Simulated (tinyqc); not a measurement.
Mass anisotropy: shallow donor in an anisotropic valley (effective-mass theory).

One valley: H = -c [(d2/dx2 + d2/dy2)/mt + (d2/dz2)/ml] - q/(eps r), c = hbar^2/2m0, q = e^2/(4 pi eps0). Trial function exp(-sqrt((x^2 + y^2)/a^2 + z^2/b^2)) with a > b: T = (c/3)(2/(mt a^2) + 1/(ml b^2)), V = -(q/eps) atan(u/b)/u, u = sqrt(a^2 - b^2). The central cell of the impurity is left out.

Constants: hbar^2/2m0 = 3.80998211 eV angstrom^2; e^2/(4 pi eps0) = 14.39964547 eV angstrom; Ry = 13.60569312 eV; a0 (Bohr radius) = 0.5291772105 angstrom.

Values chosen for the exercise (out of a larger set: near those of GaP; not measured data):

| symbol | value | unit | meaning |
|---|---|---|---|
| mt | 0.251 | m0 | transverse mass |
| eps | 11.2 |  | dielectric constant |
| xs | (1.3, 2, 3.2, 4.2, 12, 17, 58, 240) |  | ratios ml/mt |

mt and eps fixed, ml varied. Energies in units of Ry*(mt) = Ry mt/eps^2 and lengths in a*(mt) = a0 eps/mt; the last two columns use one mass, 3/(1/ml + 2/mt) or (ml mt^2)^(1/3).

Results:

| ml/mt | a/a* | b/a | binding | conductivity mass | density-of-states mass |
|---|---|---|---|---|---|
| 1.30 | 0.947 | 0.911 | 1.089 | 1.083 | 1.091 |
| 2.00 | 0.870 | 0.782 | 1.241 | 1.200 | 1.260 |
| 3.20 | 0.800 | 0.663 | 1.413 | 1.297 | 1.474 |
| 4.20 | 0.765 | 0.602 | 1.515 | 1.340 | 1.613 |
| 12.0 | 0.658 | 0.418 | 1.906 | 1.440 | 2.289 |
| 17.0 | 0.631 | 0.371 | 2.032 | 1.457 | 2.571 |
| 58.0 | 0.559 | 0.244 | 2.443 | 1.487 | 3.871 |
| 240 | 0.507 | 0.151 | 2.833 | 1.497 | 6.214 |

What does the comparison show?

The binding grows from 1.09 to 2.83 Ry*(mt); for ml going to infinity the exact problem becomes two-dimensional, with 4 Ry*. The conductivity mass saturates at 1.5 and underbinds, by 11 % at ml/mt = 4.2; the density-of-states mass errs by +7 % there and by +119 % in the last row. With these mt and eps one unit is 27.22 meV.

(tinyqc, `OMP_NUM_THREADS=1 python tinyqc.py 1282259 1282260 out.jsonl`, Intel(R) Xeon(R) Processor @ 2.30GHz, 1 thread, shared host, about 0.01 s.)
